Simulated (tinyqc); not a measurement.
What each parameter does: model-solid line-up of a strained alloy layer on a substrate.

All values of the alloy are linear in x but the gap, Eg(x) = (1 - x) Eg_A + x Eg_B - C x (1 - x), and the valence edge, Ev(x) = (1 - x) Ev_A + x Ev_B + fv C x (1 - x); Ec = Ev + Eg. Ev is the top of the unstrained valence band on a scale common to all materials. In the layer only the Gamma valley of the conduction band is followed, also where an X or L valley would lie lower.

Coherent growth on a (001) face: e_par = (a_s - a)/a, e_perp = -2 (C12/C11) e_par; exx = eyy = e_par, ezz = e_perp, no shear.

Strained edges: Ec + ac tr(e); the valence edges are Ev plus the levels of the 6 x 6 matrix of X, Y, Z times spin with -Dso/3 + l exx + m (eyy + ezz) on the diagonal (cyclic), n exy off it, l = av + 2 b, m = av - b, n = sqrt(3) d. Spin-orbit term (Dso/3) L.sigma on X, Y, Z with (L_k)_ij = -i epsilon_kij: <X+|H|Y+> = -i Dso/3, <X+|H|Z-> = Dso/3, <Y+|H|Z-> = -i Dso/3, <Z+|H|X-> = -Dso/3, <Z+|H|Y-> = i Dso/3, <X-|H|Y-> = i Dso/3, and their conjugates; + and - are the spin along z.

dEc = Ec(substrate) - Ec(layer), dEv = Ev(layer) - Ev(substrate); positive values confine the carrier in the layer. Type I: both of one sign; type II: opposite signs; type III: the gaps do not overlap.

Inputs chosen for the exercise (A near GaAs, B near InAs, substrate near Ge; the results hold for these values, not for the real material):
- a = (5.65, 6.051) angstrom (lattice constant of A, B)
- Eg = (1.509, 0.423) eV (gap at Gamma to the s-like level of A, B)
- Dso = (0.337, 0.385) eV (spin-orbit splitting of A, B)
- Ev = (-0.8, -0.58) eV (top of the unstrained valence band of A, B)
- ac = (-7.12, -5.15) eV (conduction deformation potential of A, B)
- av = (1.16, 1) eV (valence hydrostatic potential of A, B)
- b = (-2.02, -1.79) eV (tetragonal shear potential of A, B)
- d = (-4.84, -3.62) eV (trigonal shear potential of A, B)
- C11 = (122.7, 84.1) GPa (of A, B)
- C12 = (56, 44.8) GPa (of A, B)
- C44 = (59.7, 40) GPa (of A, B)
- C = 0.57 eV (bowing of the gap)
- fv = 0 (share of the bowing taken by the valence edge)
- a_s = 5.664 angstrom (substrate)
- Eg_s = 0.745 eV (lowest gap of the substrate)
- Ev_s = -0.35 eV (substrate valence edge)
- face = 001 (growth face)
- x = 0.2 (fraction of B)

Strained gap, valence splitting and offsets.

Results for these values:

| case | gap (eV) | splitting (meV) | dEc (eV) | dEv (eV) |
|---|---|---|---|---|
| base | 1.2531 | 75.9 | -0.1323 | -0.3757 |

What happens to each result for C12 = (64.4, 51.52) GPa, all else kept?

Answer: gap falls from 1.2531 to 1.2372; splitting rises from 75.9 to 80.4; dEc rises from -0.1323 to -0.1214; dEv rises from -0.3757 to -0.3707.

The same for each parameter in turn:

| case | gap (eV) | splitting (meV) | dEc (eV) | dEv (eV) |
|---|---|---|---|---|
| base | 1.2531 | 75.9 | -0.1323 | -0.3757 |
| x = 0.22 | 1.2303 | 83.2 | -0.1176 | -0.3677 |
| a_s = 5.644 angstrom | 1.2690 | 93.7 | -0.1573 | -0.3666 |
| C = 0.67 eV | 1.2371 | 75.9 | -0.1163 | -0.3757 |
| fv = 0.2 | 1.2531 | 75.9 | -0.1506 | -0.3575 |
| Ev_s = -0.3 eV | 1.2531 | 75.9 | -0.0823 | -0.4257 |
| b = (-2.323, -2.058) eV | 1.2465 | 85.0 | -0.1323 | -0.3691 |
| C12 = (64.4, 51.52) GPa | 1.2372 | 80.4 | -0.1214 | -0.3707 |
| Dso = (0.388, 0.443) eV | 1.2531 | 77.6 | -0.1323 | -0.3757 |

Run: tinyqc, `OMP_NUM_THREADS=1 python tinyqc.py 1080969 1080970 out.jsonl`; Intel(R) Xeon(R) Processor @ 2.30GHz, one thread, shared host; about 0.02 s of CPU time with all checks.
